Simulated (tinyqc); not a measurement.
From results back to parameters: thin (001) film in sp3s* tight binding with raised dangling bonds. Five cases, with inputs chosen for the exercise.

Problem. The gap of a passivated film (lowest level above mid-gap less highest below, mid-gap being half the lower bulk edge) belongs to a hidden number of planes between 6 and 45.

Planes alternate anion (a), cation (c) along [001], a/4 apart, starting with an anion; zero in-plane momentum; levels counted from the bulk Ev, the lower root of [[Epa, Vxx], [Vxx, Epc]]; no spin-orbit coupling. Block of s, pz, s*: from an anion to the cation above, Vss/2 (s,s), Vsapc/2 (s,z), -Vscpa/2 (z,s), Vxx/2 (z,z), Vxapc/2 (s*,z), -Vpaxc/2 (z,s*); to the cation below the same with the s-z and s*-z signs reversed. Block of u = (px + py)/sqrt2 and v = (px - py)/sqrt2: to the cation above (Vxx + Vxy)/2 for u and (Vxx - Vxy)/2 for v, to the cation below the reverse. Each surface atom has two dangling sp3 hybrids; raising both by dl adds (dl/2) [[1, t], [t, 1]] to its s, pz levels (t = -1 at the bottom face, +1 at the top) and dl to the one of u, v in whose plane the missing bonds lie (v for a bottom anion or a top cation, u for a top anion).

Case 1.

Values chosen (out of a larger set: near a published set for GaAs, fitted to gaps, whose masses and valley positions are rough; not measured data): p = (-8.32, 1.037, -2.651, 3.657, 8.607, 6.763, -6.465, 1.95, 5.064, 4.482, 5.801, 4.843, 4.799) eV (order Esa, Epa, Esc, Epc, Exa, Exc, Vss, Vxx, Vxy, Vsapc, Vscpa, Vxapc, Vpaxc); dp = 30 eV (value of dl for the passivated films); a = 5.648 angstrom (lattice constant).

edges (eV): Gamma 1.5758, Delta 2.0332

gap of the film = 1.7034 eV

Case 2.

Values chosen (out of a larger set: near a published set for GaAs, fitted to gaps, whose masses and valley positions are rough; not measured data): p = (-8.335, 1.039, -2.676, 3.693, 8.608, 6.717, -6.488, 1.969, 5.042, 4.472, 5.761, 4.832, 4.777) eV (order Esa, Epa, Esc, Epc, Exa, Exc, Vss, Vxx, Vxy, Vsapc, Vscpa, Vxapc, Vpaxc); dp = 30 eV (value of dl for the passivated films); a = 5.654 angstrom (lattice constant).

edges (eV): Gamma 1.5811, Delta 2.0633

gap of the film = 2.1773 eV

Case 3.

Values chosen (out of a larger set: near a published set for Ge, fitted to gaps, whose masses and valley positions are rough; the L valleys, lowest in Ge, lie off zero in-plane momentum and are not seen; not measured data): p = (-5.923, 1.603, -5.923, 1.603, 6.45, 6.45, -6.72, 1.606, 4.882, 5.424, 5.424, 5.165, 5.165) eV (order Esa, Epa, Esc, Epc, Exa, Exc, Vss, Vxx, Vxy, Vsapc, Vscpa, Vxapc, Vpaxc); dp = 30 eV (value of dl for the passivated films); a = 5.662 angstrom (lattice constant).

edges (eV): Gamma 0.8000, Delta 0.8272

gap of the film = 1.2874 eV

Case 4.

Values chosen (out of a larger set: near a published set for Si, fitted to gaps, whose masses and valley positions are rough; not measured data): p = (-4.239, 1.733, -4.239, 1.733, 6.676, 6.676, -8.262, 1.703, 4.546, 5.665, 5.665, 5.419, 5.419) eV (order Esa, Epa, Esc, Epc, Exa, Exc, Vss, Vxx, Vxy, Vsapc, Vscpa, Vxapc, Vpaxc); dp = 30 eV (value of dl for the passivated films); a = 5.434 angstrom (lattice constant).

edges (eV): Gamma 3.4060, Delta 1.0742

gap of the film = 1.4120 eV

Case 5.

Values chosen (out of a larger set: near a published set for Si, fitted to gaps, whose masses and valley positions are rough; not measured data): p = (-4.209, 1.715, -4.209, 1.715, 6.681, 6.681, -8.295, 1.709, 4.577, 5.707, 5.707, 5.394, 5.394) eV (order Esa, Epa, Esc, Epc, Exa, Exc, Vss, Vxx, Vxy, Vsapc, Vscpa, Vxapc, Vpaxc); dp = 30 eV (value of dl for the passivated films); a = 5.428 angstrom (lattice constant).

edges (eV): Gamma 3.4180, Delta 1.1359

gap of the film = 1.2456 eV

Find: N; thickness N a/4.

Solution.

Case 1.

N = 27
thickness N a/4 = 38.12 angstrom

Computing the films in turn gives 1.7141, 1.7034 and 1.6997 eV for N = 26, 27 and 28; no other N in the range comes within 1 meV.

Case 2.

N = 9
thickness N a/4 = 12.72 angstrom

Computing the films in turn gives 2.2358, 2.1773 and 2.0819 eV for N = 8, 9 and 10; no other N in the range comes within 1 meV.

Case 3.

N = 10
thickness N a/4 = 14.15 angstrom

Computing the films in turn gives 1.4354, 1.2874 and 1.2739 eV for N = 9, 10 and 11; no other N in the range comes within 1 meV.

Case 4.

N = 13
thickness N a/4 = 17.66 angstrom

Computing the films in turn gives 1.4296, 1.4120 and 1.3462 eV for N = 12, 13 and 14; no other N in the range comes within 1 meV.

Case 5.

N = 24
thickness N a/4 = 32.57 angstrom

Computing the films in turn gives 1.2607, 1.2456 and 1.2423 eV for N = 23, 24 and 25; no other N in the range comes within 1 meV.

Computed by tinyqc, one run a case: `OMP_NUM_THREADS=1 python tinyqc.py N N+1 out.jsonl` with N = 1482434, 1482451, 1482484, 1482505, 1482540; one thread of a shared Intel(R) Xeon(R) Processor @ 2.30GHz, about 0.4 s a run at most.
